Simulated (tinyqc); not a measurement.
From results back to parameters: overlap of hydrogenic dopants: pairs, impurity band and the Mott density.

Problem. Ry* = Ry m/eps^2, aB = a0 eps/m, and the Mott density is (0.26/aB)^3 (1/angstrom^3 = 1e24/cm^3). Binding energy and critical density come from a hidden mass and dielectric constant.

Constants: Ry = 13.60569312 eV; a0 (Bohr radius) = 0.5291772105 angstrom.

binding energy = 39.11637 meV
critical density = 4.870504e+18 1/cm^3

Find: aB; eps; m.

Solution. aB = 0.26/n^(1/3); the product Ry* aB = Ry a0/eps gives eps, and m = a0 eps/aB.

aB = 15.34 angstrom
eps = 12.00
m = 0.414 m0

tinyqc: `OMP_NUM_THREADS=1 python tinyqc.py 1482829 1482830 out.jsonl`; about 0.01 s, one thread, shared Intel(R) Xeon(R) Processor @ 2.30GHz.
